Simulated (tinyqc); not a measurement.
Scaling with the misfit: strain-driven roughening and islands of a mismatched epitaxial film. Computed by tinyqc, a small Python program. Command: `OMP_NUM_THREADS=1 python tinyqc.py 3019346 3019347 out.jsonl island walk`. One thread of a shared host (Intel(R) Xeon(R) Processor @ 2.30GHz), about 0.01 s of CPU time with the checks.

Film and substrate share isotropic elastic constants; the film is coherent and biaxially strained.

Inputs (values chosen for the exercise, for a model film): misfit |f| = 0.0146; shear modulus G = 49.5 GPa; Poisson ratio nu = 0.23; surface energy gamma = 1 J/m^2; contact angle of the shallow shape theta_1 = 11 degrees; contact angle of the steep shape theta_2 = 25.7 degrees; facet energy of shape 1 over gamma = 1.006; facet energy of shape 2 over gamma = 0.9846; surface mobility D_s nu_s Omega^2/(k_B T) = 2.5e-33 m^6/(J s).

Transport: surface diffusion.

Constants: e = 1.602176634e-19 C.

Method:
- M = 2 G (1 + nu)/(1 - nu); stress = M f; energy density w = M f^2.
- A ripple A cos(k x) has the surface chemical potential per volume [gamma k^2 - 2 (1 + nu) w k] A cos(k x), so k_c = 2 (1 + nu) w/gamma. With surface diffusion the amplitude grows at the rate q = B k^2 [2 (1 + nu) w k - gamma k^2], fastest at k_m = (3/4) k_c. B is the surface mobility.
- Shallow faceted island (Tersoff form): E = 4 Gam V^(2/3) tan^(1/3)(theta) - 6 c V tan(theta), Gam = gamma [x/sin(theta) - 1/tan(theta)], x the facet energy over gamma, c = stress^2 (1 - nu)/(2 pi G).
- The barrier is the maximum of E, at V_c = [4 Gam/(9 c)]^3 / tan^2(theta) (1 GPa nm = 1 J/m^2).
- V_c = [4 Gam/(9 c)]^3/tan^2(theta), barrier = (4/3) Gam V_c^(2/3) tan^(1/3)(theta); the growth time is 1/q at k_m.

fastest wavelength = 101.025 nm

growth time 1/q at k_m = 80.2000 s

critical volume, shape 1 = 2106.38 nm^3

barrier, shape 1 = 101.184 eV

Misfit scaled at fixed constants:
```
|f| (%)  fastest wavelength (nm)  growth time (s)  V_c of shape 1 (nm^3)  barrier of shape 1 (eV)
0.365                     1616.4       5.2560e+06             8.6277e+06               2.5903e+04
0.511                      824.7       3.5615e+05             1.1459e+06               6.7428e+03
0.730                      404.1       2.0531e+04             1.3481e+05               1.6189e+03
1.022                      206.2       1.3912e+03             1.7904e+04               4.2142e+02
1.460                      101.0       8.0200e+01             2.1064e+03               1.0118e+02
2.044                       51.5       5.4344e+00             2.7975e+02               2.6339e+01
```

What does the comparison show, and why?

Halving the misfit stretches the wavelength 4 times, the barrier 16 times, the volume 64 times and the time 256 times: f^(-2), f^(-4), f^(-6), f^(-8). Over these rows the time spans 6.0 decades: strongly mismatched films tend to roughen first, while dilute alloys have time to stay flat. Rows with wavelengths under 10 nm or volumes under 5 nm^3 are beyond the continuum picture.

Extremes, crossings and ranges named in words are read from the listed rows.
